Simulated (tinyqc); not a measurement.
Worked calculation: bound state in one dimension: Numerov shooting, finite differences, DVR. Computed by tinyqc, a small Python program that keeps every step. Settings: points = 96. Command: `OMP_NUM_THREADS=1 python tinyqc.py 27688 27689 out.jsonl` (the two numbers bound the seeds that draw the settings). One thread of a shared host (Intel(R) Xeon(R) Processor @ 2.60GHz), about 0.01 s of CPU time with the checks.

## Numerov steps at E = -11.92

One particle of mass 1 in V = -12.16 exp(-x^2/2.12^2) (atomic units), psi = 0 at both ends:
```
parameter                value
left end                    -7
right end                    7
intervals                   96
h                     0.145833
state sought (nodes)         0
```

k_i = 2 m (E - V_i); (1 + h^2 k_(i+1)/12) y_(i+1) = 2 (1 - 5 h^2 k_i/12) y_i - (1 + h^2 k_(i-1)/12) y_(i-1), from y_0 = 0, y_1 = 0.001.

Points along the way:
```
i          x         V          k              y
0   -7.00000  -0.00022  -23.83955        0.00000
1   -6.85417  -0.00035  -23.83930        0.00100
2   -6.70833  -0.00055  -23.83891        0.00253
3   -6.56250  -0.00084  -23.83832        0.00540
4   -6.41667  -0.00128  -23.83745        0.01112
5   -6.27083  -0.00193  -23.83614        0.02274
32  -2.33333  -3.62106  -16.59787  3089737.77240
33  -2.18750  -4.19318  -15.45364  5627591.90790
34  -2.04167  -4.80995  -14.22011       1.01e+07
35  -1.89583  -5.46546  -12.90907       1.76e+07
36  -1.75000  -6.15182  -11.53636       3.00e+07
37  -1.60417  -6.85915  -10.12170       4.98e+07
```

## Bisection on the node count

With more sign changes than the state has nodes (the last point included) the energy is too high, else too low; the bracket starts as -11.92 to -0.05.

Trials:
```
trial            E  sign changes  y at the right end   next
1       -5.9850000             3           -1.75e+11  lower
2       -8.9525000             1           -9.46e+14  lower
3      -10.4362500             1           -1.54e+18  lower
4      -11.1781250             0            6.43e+18  raise
5      -10.8071875             1           -2.60e+18  lower
6      -10.9926562             1           -1.06e+18  lower
7      -11.0853906             0            1.52e+18  raise
8      -11.0390234             0            6.37e+15  raise
9      -11.0158398             1           -5.75e+17  lower
10     -11.0274316             1           -2.97e+17  lower
11     -11.0332275             1           -1.49e+17  lower
12     -11.0361255             1           -7.21e+16  lower
13     -11.0375745             1           -3.31e+16  lower
14     -11.0382989             1           -1.34e+16  lower
...            ...           ...                 ...    ...
29     -11.0387907             0            3.80e+11  raise
30     -11.0387907             0            7.82e+10  raise
31     -11.0387907             1           -7.29e+10  lower
```

eigenvalue = -11.0387907 hartree

## The same grid by other methods

Three-point finite differences and the sine-DVR kinetic matrix of Colbert and Miller on the same points.

Lowest levels (hartree):
```
state  finite differences        DVR
0               -11.04196  -11.03877
1                -8.89807   -8.88375
2                -6.94110   -6.90855
```
